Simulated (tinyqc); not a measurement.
Empirical pseudopotential in a few plane waves, step by step. One step of it, computed by the program tinyqc.

Task: Levels at k. Diagonalise the Hermitian matrix.

H(k) at k (eV):
```
                     +0+0+0               -1-1-1               -1-1+1               -1+1-1
+0+0+0             0.695296   1.866411+0.471413i  -1.866411+0.471413i  -1.866411+0.471413i
-1-1-1   1.866411-0.471413i            10.002050   0.000000-1.170090i   0.000000-1.170090i
-1-1+1  -1.866411-0.471413i   0.000000+1.170090i            13.074183             0.122451
-1+1-1  -1.866411-0.471413i   0.000000+1.170090i             0.122451             9.098482
-1+1+1  -1.866411+0.471413i            -0.122451   0.000000+1.170090i   0.000000+1.170090i
+1-1-1  -1.866411-0.471413i   0.000000+1.170090i             0.122451             0.122451
+1-1+1  -1.866411+0.471413i            -0.122451   0.000000+1.170090i             0.000000
+1+1-1  -1.866411+0.471413i            -0.122451             0.000000   0.000000+1.170090i
+1+1+1   1.866411+0.471413i             0.000000            -0.122451            -0.122451
-2+0+0   0.000000-1.170090i  -1.866411+0.471413i  -1.866411-0.471413i  -1.866411-0.471413i
+0-2+0   0.000000-1.170090i  -1.866411+0.471413i  -1.866411-0.471413i   0.413689-0.038483i
+0+0-2   0.000000-1.170090i  -1.866411+0.471413i   0.413689-0.038483i  -1.866411-0.471413i
+0+0+2   0.000000+1.170090i  -0.413689-0.038483i   1.866411+0.471413i  -0.413689+0.038483i
+0+2+0   0.000000+1.170090i  -0.413689-0.038483i  -0.413689+0.038483i   1.866411+0.471413i
+2+0+0   0.000000+1.170090i  -0.413689-0.038483i  -0.413689+0.038483i  -0.413689+0.038483i

                     -1+1+1               +1-1-1               +1-1+1               +1+1-1
+0+0+0  -1.866411-0.471413i  -1.866411+0.471413i  -1.866411-0.471413i  -1.866411-0.471413i
-1-1-1            -0.122451   0.000000-1.170090i            -0.122451            -0.122451
-1-1+1   0.000000-1.170090i             0.122451   0.000000-1.170090i             0.000000
-1+1-1   0.000000-1.170090i             0.122451             0.000000   0.000000-1.170090i
-1+1+1            12.170614             0.000000             0.122451             0.122451
+1-1-1             0.000000            16.327029   0.000000-1.170090i   0.000000-1.170090i
+1-1+1             0.122451   0.000000+1.170090i            19.399162             0.122451
+1+1-1             0.122451   0.000000+1.170090i             0.122451            15.423461
+1+1+1   0.000000+1.170090i            -0.122451   0.000000+1.170090i   0.000000+1.170090i
-2+0+0   1.866411-0.471413i   0.413689-0.038483i  -0.413689-0.038483i  -0.413689-0.038483i
+0-2+0  -0.413689-0.038483i  -1.866411-0.471413i   1.866411-0.471413i  -0.413689-0.038483i
+0+0-2  -0.413689-0.038483i  -1.866411-0.471413i  -0.413689-0.038483i   1.866411-0.471413i
+0+0+2  -1.866411+0.471413i  -0.413689+0.038483i  -1.866411+0.471413i   0.413689+0.038483i
+0+2+0  -1.866411+0.471413i  -0.413689+0.038483i   0.413689+0.038483i  -1.866411+0.471413i
+2+0+0   0.413689+0.038483i   1.866411+0.471413i  -1.866411+0.471413i  -1.866411+0.471413i

                     +1+1+1               -2+0+0               +0-2+0               +0+0-2
+0+0+0   1.866411-0.471413i   0.000000+1.170090i   0.000000+1.170090i   0.000000+1.170090i
-1-1-1             0.000000  -1.866411-0.471413i  -1.866411-0.471413i  -1.866411-0.471413i
-1-1+1            -0.122451  -1.866411+0.471413i  -1.866411+0.471413i   0.413689+0.038483i
-1+1-1            -0.122451  -1.866411+0.471413i   0.413689+0.038483i  -1.866411+0.471413i
-1+1+1   0.000000-1.170090i   1.866411+0.471413i  -0.413689+0.038483i  -0.413689+0.038483i
+1-1-1            -0.122451   0.413689+0.038483i  -1.866411+0.471413i  -1.866411+0.471413i
+1-1+1   0.000000-1.170090i  -0.413689+0.038483i   1.866411+0.471413i  -0.413689+0.038483i
+1+1-1   0.000000-1.170090i  -0.413689+0.038483i  -0.413689+0.038483i   1.866411+0.471413i
+1+1+1            18.495593  -0.413689-0.038483i  -0.413689-0.038483i  -0.413689-0.038483i
-2+0+0  -0.413689+0.038483i            12.441685             0.122451             0.122451
+0-2+0  -0.413689+0.038483i             0.122451            19.670232             0.122451
+0+0-2  -0.413689+0.038483i             0.122451             0.122451            15.694531
+0+0+2  -1.866411-0.471413i            -0.122451            -0.122451             0.000000
+0+2+0  -1.866411-0.471413i            -0.122451             0.000000            -0.122451
+2+0+0  -1.866411-0.471413i             0.000000            -0.122451            -0.122451

                     +0+0+2               +0+2+0               +2+0+0
+0+0+0   0.000000-1.170090i   0.000000-1.170090i   0.000000-1.170090i
-1-1-1  -0.413689+0.038483i  -0.413689+0.038483i  -0.413689+0.038483i
-1-1+1   1.866411-0.471413i  -0.413689-0.038483i  -0.413689-0.038483i
-1+1-1  -0.413689-0.038483i   1.866411-0.471413i  -0.413689-0.038483i
-1+1+1  -1.866411-0.471413i  -1.866411-0.471413i   0.413689-0.038483i
+1-1-1  -0.413689-0.038483i  -0.413689-0.038483i   1.866411-0.471413i
+1-1+1  -1.866411-0.471413i   0.413689-0.038483i  -1.866411-0.471413i
+1+1-1   0.413689-0.038483i  -1.866411-0.471413i  -1.866411-0.471413i
+1+1+1  -1.866411+0.471413i  -1.866411+0.471413i  -1.866411+0.471413i
-2+0+0            -0.122451            -0.122451             0.000000
+0-2+0            -0.122451             0.000000            -0.122451
+0+0-2             0.000000            -0.122451            -0.122451
+0+0+2            21.838796             0.122451             0.122451
+0+2+0             0.122451            17.863095             0.122451
+2+0+0             0.122451             0.122451            25.091642
```

Give: eigenvalues.

Result:

eigenvalues (eV): -2.4501  6.8884  8.8603  9.4838  12.5657  13.3087  15.1363  15.2719  16.5672  18.2069  19.4400  20.6934  22.3908  23.8663  27.0563
